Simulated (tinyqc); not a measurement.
Coherent transport through a tight-binding region between two chains, step by step. Computed by tinyqc, a small Python program that keeps every step. Settings: temperature = 77, mu = 0.34. Command: `OMP_NUM_THREADS=1 python tinyqc.py 24565 24566 out.jsonl` (the two numbers bound the seeds that draw the settings). One thread of a shared host (Intel(R) Xeon(R) Processor @ 2.60GHz), about 0.07 s of CPU time with the checks.

## Transmission at E = -0.57 eV

H of the central region (eV):
```
         1        2        3        4
1  -0.5800  -1.4400   0.0000   0.0000
2  -1.4400   0.0100  -0.8500   0.0000
3   0.0000  -0.8500  -0.8800  -0.5000
4   0.0000   0.0000  -0.5000  -0.8400
```

Leads: semi-infinite chains with site energy 0:
```
parameter                           value
lead hopping t (eV)              1.820000
coupling to the left lead (eV)   0.350000
coupling to the right lead (eV)  1.380000
left contact site                       1
right contact site                      4
```

E = -0.5700 eV

Surface Green function g = (E - i sqrt(4 t^2 - E^2)) / (2 t^2); self-energy tc^2 g on each contact site; G = (E - H - Sigma)^(-1); Gamma = -2 Im Sigma; T = Gamma_L Gamma_R |G_LR|^2; local density of states -Im G_ii / pi.

g = -0.0860-0.5427i 1/eV

G (1/eV):
```
                 1                2                3                4
1   1.0032-0.7771i   0.6443-0.0352i  -1.2600+1.2925i  -0.3140-0.7414i
2   0.6443-0.0352i  -0.0108-0.0292i   0.0776+0.0397i  -0.0297+0.0251i
3  -1.2600+1.2925i   0.0776+0.0397i   2.1876-2.1625i   0.5117+1.2732i
4  -0.3140-0.7414i  -0.0297+0.0251i   0.5117+1.2732i  -0.2667-0.8320i
```

local density of states (1/eV): 0.2474  0.0093  0.6883  0.2648

transmission = 0.1782

## Transmission across the band

The same steps on a grid of energies.

T(E):
```
E (eV)            T
-3.458000  1.35e-05
-3.112200  1.31e-04
-2.766400    0.0010
-2.420600    0.0116
-2.074800    0.8619
-1.729000    0.0945
-1.383200    0.0815
-1.037400    0.1642
-0.691600    0.3291
-0.345800    0.0515
0            0.0141
0.345800     0.0067
0.691600     0.0050
1.037400     0.0074
1.383200     0.4311
1.729000     0.0018
2.074800   2.00e-04
2.420600   4.12e-05
2.766400   1.04e-05
3.112200   2.64e-06
3.458000   4.28e-07
```

levels of the isolated region (eV): -2.0858  -1.2092  -0.3893  1.3944

## Current

I = (2e/h) int T(E) [f(E - mu - V/2) - f(E - mu + V/2)] dE at 77 K with mu = 0.34 eV, the bias not changing H; 2e^2/h = 77.48092 microsiemens; the integral runs over the band on 4001 points.

Current:
```
V (volt)  I (microampere)
0.0100             0.0052
0.0500             0.0261
0.1000             0.0524
0.2000             0.1056
0.4000             0.2177
0.8000             0.4965
```
